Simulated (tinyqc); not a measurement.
Complex band structure along [001] in sp3s* tight binding, step by step. Values are carried at full precision from step to step, so a last printed digit may differ when a step is redone from the rounded ones.

For k = (0, 0, kz) the phase sums are g0 = cos(phi) and g3 = i sin(phi), phi = kz a/4, and the s, pz, s* orbitals of anion (a) and cation (c) decouple from px, py. With z = exp(i phi), H(z) = H0 + z T + T^T/z for any complex z. H0 is diagonal (Esa, Epa, Exa, Esc, Epc, Exc). The anion-cation block is B(z) = z U + W/z and the cation-anion block z W^T + U^T/z, where U has Vss/2 (s,s), Vsapc/2 (s,z), -Vscpa/2 (z,s), Vxx/2 (z,z), Vxapc/2 (s*,z), -Vpaxc/2 (z,s*), and W has the same values with the s-z and s*-z signs reversed. |z| = 1 is a band state, |z| < 1 decays along [001] as exp(-kappa d) over a distance d, kappa = -(4/a) ln|z|. No spin-orbit coupling.

Constants: hbar^2/2m0 = 3.80998211 eV angstrom^2.

Parameters, chosen for this exercise (out of a larger set: near a published set for InAs, fitted to gaps, whose masses and valley positions are rough (light masses up to twice too heavy); not measured data): p = (-9.542, 0.912, -2.732, 3.712, 7.438, 6.723, -5.591, 1.846, 4.454, 3.025, 5.43, 3.381, 3.92) eV (order Esa, Epa, Esc, Epc, Exa, Exc, Vss, Vxx, Vxy, Vsapc, Vscpa, Vxapc, Vpaxc); dE = 0.22 eV (E - Ev); a = 6.052 angstrom (lattice constant).

## The layer matrices

Parameters in the order Esa, Epa, Esc, Epc, Exa, Exc, Vss, Vxx, Vxy, Vsapc, Vscpa, Vxapc, Vpaxc. Form H0 and T.

diagonal of H0 (eV): sa -9.5420, za 0.9120, s*a 7.4380, sc -2.7320, zc 3.7120, s*c 6.7230

T (eV):
```
          sa      za      s*a       sc      zc      s*c
sa    0.0000  0.0000   0.0000  -2.7955  1.5125   0.0000
za    0.0000  0.0000   0.0000  -2.7150  0.9230  -1.9600
s*a   0.0000  0.0000   0.0000   0.0000  1.6905   0.0000
sc   -2.7955  2.7150   0.0000   0.0000  0.0000   0.0000
zc   -1.5125  0.9230  -1.6905   0.0000  0.0000   0.0000
s*c   0.0000  1.9600   0.0000   0.0000  0.0000   0.0000
```

## Edges at Gamma

At z = 1 the levels follow from the blocks [[Esa, Vss], [Vss, Esc]] and [[Epa, Vxx], [Vxx, Epc]]: Ev is the lower p root, and the direct gap ends at the lower of the upper roots.

Ev = -0.0048 eV
EG (direct gap) = 0.4141 eV

## Complex wave vectors at one energy in the gap

Solve det(H0 - E + z T + T^T/z) = 0 with E = Ev + dE, as the linear problem [[0, 1], [-T^T, E - H0]] x = z [[1, 0], [0, T]] x. Roots come as z, -z, 1/z and conjugates; list those with 0 < |z| < 1 and Re z, Im z >= 0, by falling |z|. Re kz = arg(z)/(pi/2) in units of 2 pi/a, kappa = -(4/a) ln|z|.

Decaying roots:
```
Re z      Im z     |z|  Re kz (2 pi/a)  kappa (1/angstrom)
0.9585  0.0000  0.9585          0.0000              0.0280
0.0282  0.2929  0.2943          0.9390              0.8085
```

The slowest root has kappa = 0.0280 1/angstrom at Re kz = 0.000: a purely imaginary k at Gamma. The probability falls by exp(-2 kappa d), a factor 1.75 over 1 nm.

## The px, py block

For px and py the determinant gives (E - Epa)(E - Epc) = Vxx^2 cos^2(phi) + Vxy^2 sin^2(phi). With phi = i kappa a/4 this is sinh^2(kappa a/4) = ((E - Epa)(E - Epc) - Vxx^2)/(Vxx^2 - Vxy^2), E = Ev + dE. Parameters in the order Esa, Epa, Esc, Epc, Exa, Exc, Vss, Vxx, Vxy, Vsapc, Vscpa, Vxapc, Vpaxc.

sinh^2(kappa a/4) = 0.05910
kappa of the heavy-hole branch = 0.1591 1/angstrom

This branch decays faster than the slowest root of the s-pz block (0.0280), by a factor 5.68 in kappa.

## Band-edge masses of the same block

From the real bands: m/m0 = c h^2/|E(h) - E(0)| with kz = h = 0.001 1/angstrom for level 2 (light hole) and level 3 (electron) of the 6 x 6 matrix; c = hbar^2/2m0.

masses of this model, from the curvature at Gamma (m0): m_lh 0.0281, m_e 0.0300

These are masses of the nearest-neighbour model without spin-orbit coupling, which is fitted to gaps and often gives the electron too heavy.

## Checks

- Largest distance of a level of the 6 x 6 block at kz = 0.37 (2 pi/a) from a level of the full matrix, against zero (eV): both 0.000000.
- Kappa 0.1 meV above Ev against sqrt(m_lh E/c): 0.0008586 against 0.0008588.

tinyqc: `OMP_NUM_THREADS=1 python tinyqc.py 1451624 1451625 out.jsonl`; about 0.01 s, one thread, shared Intel(R) Xeon(R) Processor @ 2.30GHz.
